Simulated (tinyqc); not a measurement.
Surface potential of a MOS transistor: implicit equation and explicit approximations: one step of the calculation.

p-type body, charge-sheet picture, depletion and inversion only, full ionisation (an idealisation for deep acceptors), Boltzmann statistics (rough once Na exp(x - xn) passes about Nc/7). In units of Vt: xg = (Vg - Vfb)/Vt, x = psi/Vt, G = gamma/sqrt(Vt), xn = (2 phiF + Vc)/Vt. The implicit equation is (xg - x)^2 = G^2 [x - 1 + exp(x - xn)] for x above about 3. Cox = eps0 eox/tox.

Question. Potential, charges and gate control. psi = Vt x; N_dep = Cox Vt G sqrt(x - 1)/q; N_inv = (Cox Vt G/q) [sqrt(x - 1 + exp(x - xn)) - sqrt(x - 1)]; dpsi/dVg = 1/[1 + G^2 (1 + exp(x - xn))/(2 (xg - x))].

Values chosen for this exercise; band and dielectric values close to those of silicon:
- T = 300 K (temperature)
- eox = 3.9 (relative permittivity of the gate insulator (close to silicon dioxide))
- tox = 1.3 nm (insulator thickness)
- Vc = 0.2 V (channel-body voltage)

Constants: q = 1.602176634e-19 C, kB = 1.380649e-23 J/K, Vt = kB T/q, eps0 = 8.8541878128e-14 F/cm where lengths are in cm. Results are converted to the units shown.

converged x = 48.494477
G = 1.3605076
xn = 44.841616
xg = 61.117129

Find: psi; N_dep; N_inv; dpsi/dVg.

Answer.

psi = 1.2537 V
N_dep = 4.0186e12 cm^-2
N_inv = 1.3915e12 cm^-2
dpsi/dVg = 0.25626

psi lies 3.7 Vt above 2 phiF + Vc.

Numbers from tinyqc (`OMP_NUM_THREADS=1 python tinyqc.py 2122224 2122225 out.jsonl`; about 0.01 s on one thread of a shared Intel Xeon 2.30GHz).
